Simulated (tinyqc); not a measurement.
Inside a calculation. Method: sp3 tight binding, zinc-blende lattice. One step of it, computed by the program tinyqc.

Problem. Bloch Hamiltonian at k. Slater-Koster rules over the four bonds with direction cosines (l, m, n): ss V_ss; s-px l V_sp; px-s -l V_sp; px-px l^2 V_pps + (1 - l^2) V_ppp; px-py l m (V_pps - V_ppp); each times exp(i k.d).

Parameters chosen for this model: zinc-blende lattice, anion at 0, cation at a/4 (1,1,1); V = eta hbar^2 / (m d^2), hbar^2/m = 7.619964 eV angstrom^2:
```
parameter          value      unit
a               6.470000  angstrom
d               2.801592  angstrom
Es anion      -12.110000        eV
Ep anion       -7.390000        eV
Es cation     -12.110000        eV
Ep cation      -7.390000        eV
eta ss         -1.500000
eta sp          1.980000
eta pp sigma    3.300000
eta pp pi      -0.600000
V ss           -1.456245        eV
V sp            1.922243        eV
V pp sigma      3.203738        eV
V pp pi        -0.582498        eV
```

k point k (2 pi / a): [0.620000, -0.400000, 0.150000]

Give: H(k) at k.

Solution.

H(k) at k (eV), order a s, a px, a py, a pz, c s, c px, c py, c pz:
$$\begin{pmatrix}
-12.110 & 0.000 & 0.000 & 0.000 & -2.576-0.661i & 0.342+2.888i & -0.693-1.426i & 2.098+0.471i \\
0.000 & -7.390 & 0.000 & 0.000 & -0.342-2.888i & 1.202+0.308i & 2.386+0.536i & -0.789-1.622i \\
0.000 & 0.000 & -7.390 & 0.000 & 0.693+1.426i & 2.386+0.536i & 1.202+0.308i & 0.389+3.285i \\
0.000 & 0.000 & 0.000 & -7.390 & -2.098-0.471i & -0.789-1.622i & 0.389+3.285i & 1.202+0.308i \\
-2.576+0.661i & -0.342+2.888i & 0.693-1.426i & -2.098+0.471i & -12.110 & 0.000 & 0.000 & 0.000 \\
0.342-2.888i & 1.202-0.308i & 2.386-0.536i & -0.789+1.622i & 0.000 & -7.390 & 0.000 & 0.000 \\
-0.693+1.426i & 2.386-0.536i & 1.202-0.308i & 0.389-3.285i & 0.000 & 0.000 & -7.390 & 0.000 \\
2.098-0.471i & -0.789+1.622i & 0.389-3.285i & 1.202-0.308i & 0.000 & 0.000 & 0.000 & -7.390
\end{pmatrix}$$
